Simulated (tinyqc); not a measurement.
Against voltage: leakage through a gate insulator: direct, Fowler-Nordheim, trap-assisted and Poole-Frenkel currents. Computed by tinyqc, a small Python program. Command: `OMP_NUM_THREADS=1 python tinyqc.py 3004114 3004115 out.jsonl oxideleak walk`. One thread of a shared host (Intel(R) Xeon(R) Processor @ 2.30GHz), about 0.01 s of CPU time with the checks.

Electrons enter from the cathode Fermi level at x = 0; the conduction band of the insulator lies phi_b - e F x above it, F = V/t. WKB exponents use a parabolic band with mass m.

Inputs (values chosen for the exercise, with an insulator like SiO2):
```
quantity                     value   unit
thickness t                    1.7     nm
barrier phi_b                 3.15     eV
tunnelling mass m             0.45    m_0
static constant eps_ox        3.77      -
trap depth phi_t               1.8     eV
trap density N_t           3.8e+17  cm^-3
attempt rate nu_0            4e+12    1/s
activation of capture E_a     0.27     eV
temperature T                  250      K
```

Constants: e = 1.602176634e-19 C; hbar = 1.054571817e-34 J s; hbar^2/(2 m_0) = 3.80998212 eV angstrom^2; k_B = 8.617333262e-05 eV/K.

Method:
- For a level a distance phi(x) below the band, the WKB exponent is 2 int kappa dx with kappa = sqrt(m phi/(hbar^2/2m_0)); for a linear barrier from phi_1 down to phi_2 = max(phi_1 - e F d, 0) it is G = (4/3) sqrt(m/(hbar^2/2m_0)) (phi_1^(3/2) - phi_2^(3/2))/(e F).
- J_tun = e^3 F^2/(16 pi^2 hbar m phi_b) x exp(-G) / [1 - sqrt(phi_2/phi_b)]^2 with the free-electron mass in the cathode (m in m_0), phi_2 = max(phi_b - e V, 0): direct tunnelling for e V < phi_b, Fowler-Nordheim above. Image forces, back-flow and the limit on supply are left out, so J_tun is overstated below about 0.5 V.
- A trap at depth x lies phi_t below the band. Capture: tunnel at the cathode Fermi level from 0 to x (G_in from phi_1 = phi_b), rate nu_0 exp(-G_in - E_c/k_B T) with E_c = E_a + max(phi_b - phi_t - e F x, 0), the last term being the height of the trap above the cathode Fermi level. Emission: tunnel from the trap level to the anode (G_out from phi_1 = phi_t over t - x), rate nu_0 exp(-G_out - E_a/k_B T). Re-emission to the cathode follows from detailed balance, rate_back = rate_in exp(dE/k_B T) with dE = phi_b - phi_t - e F x. Each trap passes R = rate_in rate_out/(rate_in + rate_back + rate_out) electrons per second; filling from the anode is left out.
- J_TAT = e N_t int_0^t R dx by the midpoint rule on 400 intervals; the most effective depth is the midpoint with the largest R, rounded to 0.01 nm.

Currents:
```
V (V)  F (MV/cm)  J_tun (A/cm^2)  J_TAT (A/cm^2)  best depth (nm)
0.20       1.176           1.986      7.6094e-32             0.77
0.41       2.412           2.739      2.2616e-29             0.89
0.62       3.647           3.803      8.1197e-26             1.70
0.83       4.882           5.321      9.8535e-22             1.70
1.04       6.118           7.504      1.6393e-17             1.70
1.25       7.353          10.675      3.1182e-13             1.70
1.45       8.529          15.066      3.5897e-10             1.58
1.66       9.765          21.852      3.9156e-09             1.38
1.87      11.000          32.061      2.1171e-08             1.23
```

What follows from these numbers?

Tunnelling without traps rules in every row. Over the range J_tun grows by 1.2 decades and J_TAT by 23.4. The highest rows may lie beyond breakdown. Below about 0.5 V the formula for J_tun, which has no back-flow, overstates the current.

Extremes, crossings and ranges named in words are read from the listed rows.
